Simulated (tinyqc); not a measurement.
Worked calculation: CCSD on RHF in the sto-3g basis, for BeH2, spin multiplicity 1. Computed by tinyqc, a small Python program that keeps every step (integrals from PySCF). Settings: charge = 0, multiplicity = 1, basis = sto-3g, method = RHF, energy threshold = 1e-10, iteration cap = 71, orthogonalisation = symmetric, start = Wolfsberg-Helmholz matrix, DIIS depth = 6, amplitude equations = CCSD, DIIS depth for amplitudes = 0, cap on updates = 71. Command: `OMP_NUM_THREADS=1 python tinyqc.py 28570 28571 out.jsonl` (the two numbers bound the seeds that draw the settings). One thread of a shared host (Intel(R) Xeon(R) Processor @ 2.60GHz), about 0.3 s of CPU time with the checks. The early iterations of the SCF are left out here.

## One-electron integrals

Geometry (angstrom):
```
atom,x,y,z
Be,0.000000,0.000000,0.000000
H,0.000000,1.591000,0.188000
H,0.000000,-1.591000,0.188000
```

Basis sto-3g: exponents (1/bohr^2) and contraction coefficients of normalised primitives:
```
element,l (shell),exponent,coefficient
Be,s (1),30.167871,0.154329
Be,s (1),5.495115,0.535328
Be,s (1),1.487193,0.444635
Be,s (2),1.314833,-0.099967
Be,s (2),0.305539,0.399513
Be,s (2),0.099371,0.700115
Be,p (3),1.314833,0.155916
Be,p (3),0.305539,0.607684
Be,p (3),0.099371,0.391957
H,s (1),3.425251,0.154329
H,s (1),0.623914,0.535328
H,s (1),0.168855,0.444635
```

Overlap, kinetic and nuclear-attraction integrals over the contracted functions; the nuclear repulsion is the sum of Za Zb / Rab.

nuclear repulsion = 2.80877239 hartree

overlap S, lower triangle:
```
,1Be 1s,1Be 2s,1Be 2px,1Be 2py,1Be 2pz,2H 1s,3H 1s
1Be 1s,1.000000
1Be 2s,0.259517,1.000000
1Be 2px,0.000000,0.000000,1.000000
1Be 2py,0.000000,0.000000,0.000000,1.000000
1Be 2pz,0.000000,0.000000,0.000000,0.000000,1.000000
2H 1s,0.039090,0.359000,0.000000,0.440136,0.052008,1.000000
3H 1s,0.039090,0.359000,0.000000,-0.440136,0.052008,0.012342,1.000000
```

kinetic energy T (hartree), lower triangle:
```
,1Be 1s,1Be 2s,1Be 2px,1Be 2py,1Be 2pz,2H 1s,3H 1s
1Be 1s,6.693975
1Be 2s,-0.033012,0.211111
1Be 2px,0.000000,0.000000,0.660592
1Be 2py,0.000000,0.000000,0.000000,0.660592
1Be 2pz,0.000000,0.000000,0.000000,0.000000,0.660592
2H 1s,-0.010990,0.035034,0.000000,0.115386,0.013635,0.760032
3H 1s,-0.010990,0.035034,0.000000,-0.115386,0.013635,-0.005164,0.760032
```

nuclear attraction V (hartree), lower triangle:
```
,1Be 1s,1Be 2s,1Be 2px,1Be 2py,1Be 2pz,2H 1s,3H 1s
1Be 1s,-15.221709
1Be 2s,-2.070687,-2.953668
1Be 2px,0.000000,0.000000,-2.876492
1Be 2py,0.000000,0.000000,0.000000,-3.049873
1Be 2pz,-0.002955,-0.027833,0.000000,0.000000,-2.878913
2H 1s,-0.310347,-0.964790,0.000000,-1.151352,-0.138231,-2.710732
3H 1s,-0.310347,-0.964790,0.000000,1.151352,-0.138231,-0.039707,-2.710732
```

core Hamiltonian H = T + V (hartree), lower triangle:
```
,1Be 1s,1Be 2s,1Be 2px,1Be 2py,1Be 2pz,2H 1s,3H 1s
1Be 1s,-8.527734
1Be 2s,-2.103699,-2.742557
1Be 2px,0.000000,0.000000,-2.215900
1Be 2py,0.000000,0.000000,0.000000,-2.389281
1Be 2pz,-0.002955,-0.027833,0.000000,0.000000,-2.218321
2H 1s,-0.321337,-0.929756,0.000000,-1.035966,-0.124597,-1.950700
3H 1s,-0.321337,-0.929756,0.000000,1.035966,-0.124597,-0.044871,-1.950700
```

## Two-electron integrals

Functions are numbered as in S; the eight-fold symmetry (ij|kl) = (ji|kl) = (kl|ij) leaves the list below.

Two-electron integrals (ij|kl) in chemists' order, unique and non-zero (hartree):
```
i,j,k,l,(ij|kl)
1,1,1,1,2.298831
2,1,1,1,0.392036
2,1,2,1,0.079539
2,2,1,1,0.570988
2,2,2,1,0.143041
2,2,2,2,0.417683
3,1,3,1,0.014607
3,2,3,1,0.021888
3,2,3,2,0.092265
3,3,1,1,0.569578
3,3,2,1,0.143083
3,3,2,2,0.417589
3,3,3,3,0.449859
4,1,4,1,0.014607
4,2,4,1,0.021888
4,2,4,2,0.092265
4,3,4,3,0.024249
4,4,1,1,0.569578
4,4,2,1,0.143083
4,4,2,2,0.417589
4,4,3,3,0.401360
4,4,4,4,0.449859
5,1,5,1,0.014607
5,2,5,1,0.021888
5,2,5,2,0.092265
5,3,5,3,0.024249
5,4,5,4,0.024249
5,5,1,1,0.569578
5,5,2,1,0.143083
5,5,2,2,0.417589
5,5,3,3,0.401360
5,5,4,4,0.401360
5,5,5,5,0.449859
6,1,1,1,0.058285
6,1,2,1,0.011818
6,1,2,2,0.021443
6,1,3,3,0.021298
6,1,4,1,0.001032
6,1,4,2,0.001955
6,1,4,4,0.021737
6,1,5,1,0.000122
6,1,5,2,0.000231
6,1,5,4,0.000052
6,1,5,5,0.021304
6,1,6,1,0.001840
6,2,1,1,0.159368
6,2,2,1,0.040605
6,2,2,2,0.131608
6,2,3,3,0.126408
6,2,4,1,0.005237
6,2,4,2,0.033806
6,2,4,4,0.141672
6,2,5,1,0.000619
6,2,5,2,0.003995
6,2,5,4,0.001804
6,2,5,5,0.126621
6,2,6,1,0.006675
6,2,6,2,0.065126
6,3,3,1,0.003481
6,3,3,2,0.016876
6,3,4,3,0.005653
6,3,5,3,0.000668
6,3,6,3,0.005501
6,4,1,1,0.176747
6,4,2,1,0.045536
6,4,2,2,0.154504
6,4,3,3,0.145398
6,4,4,1,0.008393
6,4,4,2,0.052112
6,4,4,4,0.172340
6,4,5,1,0.000580
6,4,5,2,0.004164
6,4,5,4,0.002516
6,4,5,5,0.145616
6,4,6,1,0.007772
6,4,6,2,0.086408
6,4,6,4,0.117669
6,5,1,1,0.020885
6,5,2,1,0.005381
6,5,2,2,0.018257
6,5,3,3,0.017181
6,5,4,1,0.000580
6,5,4,2,0.004164
6,5,4,4,0.019028
6,5,5,1,0.003550
6,5,5,2,0.017368
6,5,5,4,0.005872
6,5,5,5,0.018543
6,5,6,1,0.000918
6,5,6,2,0.010210
6,5,6,4,0.013254
6,5,6,5,0.007067
6,6,1,1,0.329274
6,6,2,1,0.085308
6,6,2,2,0.311032
6,6,3,3,0.289013
6,6,4,1,0.012074
6,6,4,2,0.103215
6,6,4,4,0.353865
6,6,5,1,0.001427
6,6,5,2,0.012196
6,6,5,4,0.007663
6,6,5,5,0.289918
6,6,6,1,0.014276
6,6,6,2,0.200807
6,6,6,4,0.281292
6,6,6,5,0.033239
6,6,6,6,0.774606
7,1,1,1,0.058285
7,1,2,1,0.011818
7,1,2,2,0.021443
7,1,3,3,0.021298
7,1,4,1,-0.001032
7,1,4,2,-0.001955
7,1,4,4,0.021737
7,1,5,1,0.000122
7,1,5,2,0.000231
7,1,5,4,-0.000052
7,1,5,5,0.021304
7,1,6,1,0.001684
7,1,6,2,0.005647
7,1,6,4,0.006139
7,1,6,5,0.000786
7,1,6,6,0.011792
7,1,7,1,0.001840
7,2,1,1,0.159368
7,2,2,1,0.040605
7,2,2,2,0.131608
7,2,3,3,0.126408
7,2,4,1,-0.005237
7,2,4,2,-0.033806
7,2,4,4,0.141672
7,2,5,1,0.000619
7,2,5,2,0.003995
7,2,5,4,-0.001804
7,2,5,5,0.126621
7,2,6,1,0.005647
7,2,6,2,0.031928
7,2,6,4,0.034732
7,2,6,5,0.004963
7,2,6,6,0.072060
7,2,7,1,0.006675
7,2,7,2,0.065126
7,3,3,1,0.003481
7,3,3,2,0.016876
7,3,4,3,-0.005653
7,3,5,3,0.000668
7,3,6,3,0.002041
7,3,7,3,0.005501
7,4,1,1,-0.176747
7,4,2,1,-0.045536
7,4,2,2,-0.154504
7,4,3,3,-0.145398
7,4,4,1,0.008393
7,4,4,2,0.052112
7,4,4,4,-0.172340
7,4,5,1,-0.000580
7,4,5,2,-0.004164
7,4,5,4,0.002516
7,4,5,5,-0.145616
7,4,6,1,-0.006139
7,4,6,2,-0.034732
7,4,6,4,-0.036947
7,4,6,5,-0.005323
7,4,6,6,-0.078343
7,4,7,1,-0.007772
7,4,7,2,-0.086408
7,4,7,4,0.117669
7,5,1,1,0.020885
7,5,2,1,0.005381
7,5,2,2,0.018257
7,5,3,3,0.017181
7,5,4,1,-0.000580
7,5,4,2,-0.004164
7,5,4,4,0.019028
7,5,5,1,0.003550
7,5,5,2,0.017368
7,5,5,4,-0.005872
7,5,5,5,0.018543
7,5,6,1,0.000786
7,5,6,2,0.004963
7,5,6,4,0.005323
7,5,6,5,0.002796
7,5,6,6,0.011393
7,5,7,1,0.000918
7,5,7,2,0.010210
7,5,7,4,-0.013254
7,5,7,5,0.007067
7,6,1,1,0.007524
7,6,2,1,0.001865
7,6,2,2,0.005325
7,6,3,3,0.005249
7,6,4,4,0.005449
7,6,5,1,0.000060
7,6,5,2,0.000303
7,6,5,5,0.005275
7,6,6,1,0.000281
7,6,6,2,0.001732
7,6,6,4,0.002057
7,6,6,5,0.000298
7,6,6,6,0.004201
7,6,7,1,0.000281
7,6,7,2,0.001732
7,6,7,4,-0.002057
7,6,7,5,0.000298
7,6,7,6,0.000070
7,7,1,1,0.329274
7,7,2,1,0.085308
7,7,2,2,0.311032
7,7,3,3,0.289013
7,7,4,1,-0.012074
7,7,4,2,-0.103215
7,7,4,4,0.353865
7,7,5,1,0.001427
7,7,5,2,0.012196
7,7,5,4,-0.007663
7,7,5,5,0.289918
7,7,6,1,0.011792
7,7,6,2,0.072060
7,7,6,4,0.078343
7,7,6,5,0.011393
7,7,6,6,0.166299
7,7,7,1,0.014276
7,7,7,2,0.200807
7,7,7,4,-0.281292
7,7,7,5,0.033239
7,7,7,6,0.004201
7,7,7,7,0.774606
```

## Orthogonalisation

S = U s U^T; symmetric (Loewdin) form X = U s^(-1/2) U^T, so that X^T S X = 1.

eigenvalues of S: 0.371353  0.451782  0.939871  1.000000  1.018350  1.602339  1.616305

X, lower triangle:
```
,1Be 1s,1Be 2s,1Be 2px,1Be 2py,1Be 2pz,2H 1s,3H 1s
1Be 1s,1.028522
1Be 2s,-0.150082,1.152827
1Be 2px,0.000000,0.000000,1.000000
1Be 2py,0.000000,0.000000,0.000000,1.209547
1Be 2pz,-0.002040,0.017786,0.000000,0.000000,1.002506
2H 1s,0.020947,-0.220256,0.000000,-0.302069,-0.031171,1.167183
3H 1s,0.020947,-0.220256,0.000000,0.302069,-0.031171,-0.050835,1.167183
```

## Iteration 7 (converged): orbitals

converged F (hartree), lower triangle:
```
,1Be 1s,1Be 2s,1Be 2px,1Be 2py,1Be 2pz,2H 1s,3H 1s
1Be 1s,-4.532527
1Be 2s,-1.290214,-0.589180
1Be 2px,0.000000,0.000000,0.213610
1Be 2py,0.000000,0.000000,0.000000,-0.131558
1Be 2pz,0.002698,-0.018651,0.000000,0.000000,0.210708
2H 1s,-0.201012,-0.327527,0.000000,-0.295110,-0.026852,-0.222599
3H 1s,-0.201012,-0.327527,0.000000,0.295110,-0.026852,-0.012254,-0.222599
```

Diagonalise F' = X^T F X, C = X C', fill 3 alpha and 3 beta electrons from the bottom; D = 2 C_occ C_occ^T. Each column has its largest component positive (the first on a tie).

F' = X^T F X (hartree), lower triangle:
```
,1,2,3,4,5,6,7
1,-4.423142
2,-0.700161,-0.155656
3,0.000000,0.000000,0.213610
4,0.000000,0.000000,0.000000,0.200438
5,0.001016,0.007507,0.000000,0.000000,0.214553
6,0.000569,-0.270228,0.000000,-0.363168,-0.033169,0.037595
7,0.000569,-0.270228,0.000000,0.363168,-0.033169,-0.060650,0.037595
```

orbital energies (hartree): MO1 -4.535872, MO2 -0.411817, MO3 -0.366792, MO4 0.205048, MO5 0.213610, MO6 0.355340, MO7 0.665473

coefficients C:
```
,MO1,MO2,MO3,MO4,MO5,MO6,MO7
1Be 1s,0.991890,-0.211389,0.000000,0.068625,0.000000,-0.219143,0.000000
1Be 2s,0.030949,0.613719,0.000000,-0.285324,0.000000,0.994916,0.000000
1Be 2px,0.000000,0.000000,0.000000,0.000000,1.000000,0.000000,0.000000
1Be 2py,0.000000,0.000000,0.495172,0.000000,0.000000,0.000000,1.183343
1Be 2pz,-0.000104,0.026143,0.000000,0.954152,0.000000,0.310150,0.000000
2H 1s,-0.003839,0.391816,0.435697,0.145366,0.000000,-0.705955,-0.801996
3H 1s,-0.003839,0.391816,-0.435697,0.145366,0.000000,-0.705955,0.801996
```

D after iteration 7, lower triangle:
```
,1Be 1s,1Be 2s,1Be 2px,1Be 2py,1Be 2pz,2H 1s,3H 1s
1Be 1s,2.057061
1Be 2s,-0.198071,0.755217
1Be 2px,0.000000,0.000000,0.000000
1Be 2py,0.000000,0.000000,0.000000,0.490390
1Be 2pz,-0.011259,0.032083,0.000000,0.000000,0.001367
2H 1s,-0.173266,0.480692,0.000000,0.431489,0.020488,0.686732
3H 1s,-0.173266,0.480692,0.000000,-0.431489,0.020488,-0.072594,0.686732
```

## Convergence

Stop when the energy changes by less than 1e-10 hartree and every element of the error matrix X^T (F D S - S D F) X is below 3e-06.

Course of the cycle:
```
iteration,E (hartree),change,largest element of the error matrix
1,-15.46118382,-,1.71e-01
2,-15.50060939,-3.94e-02,1.89e-02
3,-15.50178497,-1.18e-03,3.55e-03
4,-15.50185712,-7.21e-05,5.16e-04
5,-15.50185806,-9.45e-07,6.27e-05
6,-15.50185807,-1.38e-08,2.11e-07
7,-15.50185807,-3.20e-14,1.83e-08
```

PySCF RHF in the same basis = -15.50185807 hartree

Converged in 7 iterations.

## Integrals over molecular orbitals

(pq|rs) = sum C_ip C_jq C_kr C_ls (ij|kl), one index at a time.

one-electron integrals over orbitals h = C^T H C (hartree), lower triangle:
```
,1,2,3,4,5,6,7
1,-8.516476
2,0.206600,-2.276245
3,0.000000,0.000000,-2.203430
4,-0.068505,0.040662,0.000000,-2.197888
5,0.000000,0.000000,0.000000,0.000000,-2.215900
6,0.192999,-0.249746,0.000000,-0.073941,0.000000,-1.903790
7,0.000000,0.000000,-0.313548,0.000000,0.000000,0.000000,-1.864683
```

Two-electron integrals over orbitals (pq|rs), unique and non-zero (hartree):
```
p,q,r,s,(pq|rs)
1,1,1,1,2.272009
2,1,1,1,-0.185853
2,1,2,1,0.023503
2,2,1,1,0.454327
2,2,2,1,-0.005591
2,2,2,2,0.371600
3,1,3,1,0.004953
3,2,3,1,0.010602
3,2,3,2,0.157188
3,3,1,1,0.414199
3,3,2,1,-0.002277
3,3,2,2,0.382432
3,3,3,3,0.405517
4,1,1,1,0.058732
4,1,2,1,-0.007015
4,1,2,2,0.003735
4,1,3,3,0.002052
4,1,4,1,0.016819
4,2,1,1,-0.032378
4,2,2,1,0.002049
4,2,2,2,0.010208
4,2,3,3,0.013808
4,2,4,1,0.013268
4,2,4,2,0.048464
4,3,3,1,-0.000248
4,3,3,2,0.020747
4,3,4,3,0.016403
4,4,1,1,0.561817
4,4,2,1,-0.007471
4,4,2,2,0.348649
4,4,3,3,0.331845
4,4,4,1,-0.006795
4,4,4,2,-0.038573
4,4,4,4,0.452976
5,1,5,1,0.015742
5,2,5,1,0.014889
5,2,5,2,0.047164
5,3,5,3,0.012138
5,4,5,1,-0.004793
5,4,5,2,-0.012947
5,4,5,4,0.026828
5,5,1,1,0.569186
5,5,2,1,-0.007162
5,5,2,2,0.351470
5,5,3,3,0.331621
5,5,4,1,0.001943
5,5,4,2,-0.016094
5,5,4,4,0.398322
5,5,5,5,0.449859
6,1,1,1,-0.184082
6,1,2,1,0.023883
6,1,2,2,-0.005029
6,1,3,3,-0.002373
6,1,4,1,-0.003132
6,1,4,2,0.005507
6,1,4,4,-0.008212
6,1,5,5,-0.005455
6,1,6,1,0.025434
6,2,1,1,0.135739
6,2,2,1,-0.005600
6,2,2,2,-0.010993
6,2,3,3,-0.038176
6,2,4,1,0.005453
6,2,4,2,-0.007516
6,2,4,4,0.056230
6,2,5,5,0.067755
6,2,6,1,-0.003679
6,2,6,2,0.082614
6,3,3,1,-0.000287
6,3,3,2,-0.089496
6,3,4,3,-0.017529
6,3,6,3,0.084036
6,4,1,1,0.028741
6,4,2,1,0.000337
6,4,2,2,0.001666
6,4,3,3,-0.007525
6,4,4,1,0.012650
6,4,4,2,0.031845
6,4,4,4,0.000392
6,4,5,5,0.012457
6,4,6,1,0.004061
6,4,6,2,0.031120
6,4,6,4,0.040514
6,5,5,1,0.015421
6,5,5,2,0.044603
6,5,5,4,-0.007639
6,5,6,5,0.046492
6,6,1,1,0.464744
6,6,2,1,-0.006331
6,6,2,2,0.376453
6,6,3,3,0.384409
6,6,4,1,0.010979
6,6,4,2,0.031918
6,6,4,4,0.341596
6,6,5,5,0.353222
6,6,6,1,-0.003441
6,6,6,2,-0.014287
6,6,6,4,0.017552
6,6,6,6,0.404827
7,1,3,1,0.009311
7,1,3,2,0.017061
7,1,4,3,-0.000758
7,1,6,3,0.000306
7,1,7,1,0.017627
7,2,3,1,0.004592
7,2,3,2,-0.038682
7,2,4,3,-0.016609
7,2,6,3,0.060906
7,2,7,1,0.008400
7,2,7,2,0.057296
7,3,1,1,0.150536
7,3,2,1,-0.003933
7,3,2,2,0.000766
7,3,3,3,-0.018428
7,3,4,1,0.000178
7,3,4,2,-0.022900
7,3,4,4,0.068470
7,3,5,5,0.071316
7,3,6,1,-0.003644
7,3,6,2,0.076355
7,3,6,4,0.017393
7,3,6,6,-0.017987
7,3,7,3,0.088128
7,4,3,1,-0.003162
7,4,3,2,-0.037070
7,4,4,3,0.007989
7,4,6,3,0.023432
7,4,7,1,-0.005460
7,4,7,2,0.007254
7,4,7,4,0.026017
7,5,5,3,0.013130
7,5,7,5,0.016947
7,6,3,1,0.009075
7,6,3,2,0.133596
7,6,4,3,0.022267
7,6,6,3,-0.085702
7,6,7,1,0.015008
7,6,7,2,-0.045740
7,6,7,4,-0.030796
7,6,7,6,0.126713
7,7,1,1,0.540077
7,7,2,1,-0.007284
7,7,2,2,0.395514
7,7,3,3,0.411012
7,7,4,1,0.001845
7,7,4,2,0.002500
7,7,4,4,0.377022
7,7,5,5,0.375106
7,7,6,1,-0.007085
7,7,6,2,-0.016246
7,7,6,4,-0.006600
7,7,6,6,0.404208
7,7,7,3,0.005395
7,7,7,7,0.447758
```

## CCSD: starting amplitudes

t_ij^ab = <ij||ab> / (e_i + e_j - e_a - e_b), whose energy is MP2.

Starting amplitudes (spin orbitals 1a, 1b, ...; amplitudes related by a flip of all spins are not repeated; the 24 largest):
```
from,to,t
3a 3b,6a 6b,-0.058186
2a 2b,6a 6b,-0.053844
3a 3b,7a 7b,-0.042687
2a 3b,6a 7b,-0.042433
2a 2b,4a 4b,-0.039283
2a 2b,5a 5b,-0.037705
2a 3b,6b 7a,0.033848
2a 2b,7a 7b,-0.026593
3a 3b,4a 4b,-0.014342
2a 3b,4a 7b,0.013886
3a 3b,4a 6b,0.013547
3a 3b,5a 5b,-0.010457
2a 3b,4b 7a,-0.010071
2a 3a,6a 7a,-0.008585
2a 2b,4a 6b,0.005431
2a 3a,4a 7a,0.003815
1a 2b,5a 5b,-0.002770
1a 1b,6a 6b,-0.002600
1a 2b,4a 4b,-0.002476
1a 1b,4a 4b,-0.001774
1a 1b,7a 7b,-0.001694
1a 1b,5a 5b,-0.001657
1a 2b,7a 7b,-0.001338
1a 2b,4b 6a,0.001000
```

correlation energy = -0.03147275 hartree

## CCSD: amplitude update 1

t_i^a D_i^a and t_ij^ab D_ij^ab are set to the remaining terms of the spin-orbital equations, evaluated with the old amplitudes; for the doubles these are <ij||ab> + 1/2 <ab||ef> t_ij^ef + 1/2 <mn||ij> t_mn^ab + P(ij)P(ab) <mb||ej> t_im^ae + terms in t^2 + terms with t1, D the orbital-energy denominators.

Amplitudes after update 1 (spin orbitals 1a, 1b, ...; amplitudes related by a flip of all spins are not repeated; the 24 largest):
```
from,to,t
3a 3b,6a 6b,-0.081833
2a 2b,6a 6b,-0.070864
2a 3b,6a 7b,-0.059671
3a 3b,7a 7b,-0.055407
2a 3b,6b 7a,0.050068
2a 2b,4a 4b,-0.049311
2a 2b,5a 5b,-0.047165
2a 2b,7a 7b,-0.036041
3a 3b,4a 6b,0.021963
2a 3b,4a 7b,0.019292
2a 3b,4b 7a,-0.014893
3a 3b,4a 4b,-0.012384
2a 3a,6a 7a,-0.009603
2a 2b,4a 6b,0.007773
3a 3b,5a 5b,-0.005915
2a,6a,0.005430
2a 3a,4a 7a,0.004400
2a,4a,-0.004229
1a 2b,5a 5b,-0.003054
1a 2b,4a 4b,-0.002728
1a 1b,6a 6b,-0.002141
1a 1b,4a 4b,-0.001631
1a 1b,5a 5b,-0.001547
1a 2b,7a 7b,-0.001522
```

correlation energy = -0.04275600 hartree

## CCSD: amplitude update 2

As before.

Amplitudes after update 2 (spin orbitals 1a, 1b, ...; amplitudes related by a flip of all spins are not repeated; the 24 largest):
```
from,to,t
3a 3b,6a 6b,-0.093291
2a 2b,6a 6b,-0.076760
2a 3b,6a 7b,-0.065839
3a 3b,7a 7b,-0.059847
2a 3b,6b 7a,0.056155
2a 2b,4a 4b,-0.052934
2a 2b,5a 5b,-0.050435
2a 2b,7a 7b,-0.039930
3a 3b,4a 6b,0.026938
2a 3b,4a 7b,0.021336
2a 3b,4b 7a,-0.016822
3a 3b,4a 4b,-0.010001
2a 3a,6a 7a,-0.009684
2a 2b,4a 6b,0.008854
2a,6a,0.008168
2a,4a,-0.007089
2a 3a,4a 7a,0.004514
1a 2b,5a 5b,-0.003081
1a 2b,4a 4b,-0.002753
1a 1b,6a 6b,-0.002116
3a 3b,5a 5b,-0.001880
3a,7a,-0.001634
1a 1b,4a 4b,-0.001623
1a 2b,7a 7b,-0.001563
```

correlation energy = -0.04709506 hartree

## CCSD: amplitude update 3

As before.

Amplitudes after update 3 (spin orbitals 1a, 1b, ...; amplitudes related by a flip of all spins are not repeated; the 24 largest):
```
from,to,t
3a 3b,6a 6b,-0.098744
2a 2b,6a 6b,-0.078450
2a 3b,6a 7b,-0.068253
3a 3b,7a 7b,-0.061205
2a 3b,6b 7a,0.058457
2a 2b,4a 4b,-0.054572
2a 2b,5a 5b,-0.051896
2a 2b,7a 7b,-0.041423
3a 3b,4a 6b,0.029614
2a 3b,4a 7b,0.022251
2a 3b,4b 7a,-0.017665
2a 3a,6a 7a,-0.009796
2a,6a,0.009576
2a 2b,4a 6b,0.009214
2a,4a,-0.008842
3a 3b,4a 4b,-0.008578
2a 3a,4a 7a,0.004586
1a 2b,5a 5b,-0.003088
1a 2b,4a 4b,-0.002762
3a,7a,-0.002388
1a 1b,6a 6b,-0.002086
1a 1b,4a 4b,-0.001613
1a 2b,7a 7b,-0.001581
1a 1b,5a 5b,-0.001541
```

correlation energy = -0.04881435 hartree

## CCSD: convergence

E_corr = 1/4 sum <ij||ab> t_ij^ab + 1/2 sum <ij||ab> t_i^a t_j^b; stop when the norm of the change is below 1e-8.

Course of the amplitude iterations:
```
update,correlation energy (hartree),norm of the change
0,-0.03147275,-
1,-0.04275600,1.04e-01
2,-0.04709506,4.35e-02
3,-0.04881435,1.92e-02
4,-0.04951998,9.05e-03
5,-0.04981905,4.63e-03
6,-0.04995050,2.55e-03
7,-0.05001071,1.49e-03
8,-0.05003958,8.96e-04
9,-0.05005411,5.49e-04
10,-0.05006177,3.39e-04
11,-0.05006598,2.11e-04
12,-0.05006838,1.31e-04
13,-0.05006979,8.20e-05
...,...,...
20,-0.05007187,3.07e-06
21,-0.05007190,1.92e-06
22,-0.05007192,1.20e-06
23,-0.05007193,7.53e-07
24,-0.05007194,4.71e-07
25,-0.05007194,2.95e-07
26,-0.05007194,1.85e-07
27,-0.05007195,1.16e-07
28,-0.05007195,7.24e-08
29,-0.05007195,4.53e-08
30,-0.05007195,2.84e-08
31,-0.05007195,1.78e-08
32,-0.05007195,1.11e-08
33,-0.05007195,6.97e-09
```

Converged amplitudes (spin orbitals 1a, 1b, ...; amplitudes related by a flip of all spins are not repeated; the 24 largest):
```
from,to,t
3a 3b,6a 6b,-0.104689
2a 2b,6a 6b,-0.077859
2a 3b,6a 7b,-0.070020
3a 3b,7a 7b,-0.061218
2a 3b,6b 7a,0.059517
2a 2b,4a 4b,-0.056672
2a 2b,5a 5b,-0.053841
2a 2b,7a 7b,-0.042594
3a 3b,4a 6b,0.032890
2a 3b,4a 7b,0.023218
2a 3b,4b 7a,-0.018380
2a,4a,-0.011537
2a,6a,0.011524
2a 3a,6a 7a,-0.010503
2a 2b,4a 6b,0.009085
3a 3b,4a 4b,-0.007100
2a 3a,4a 7a,0.004838
3a,7a,-0.003759
3a 3b,5a 5b,0.003187
1a 2b,5a 5b,-0.003099
1a 2b,4a 4b,-0.002774
1a 1b,6a 6b,-0.002066
1a 2b,7a 7b,-0.001610
1a 1b,4a 4b,-0.001601
```

CCSD total energy = -15.55193002 hartree

T1 diagnostic, norm of the one-spin t1 over sqrt(correlated electrons) = 0.006833

Converged in 33 updates.
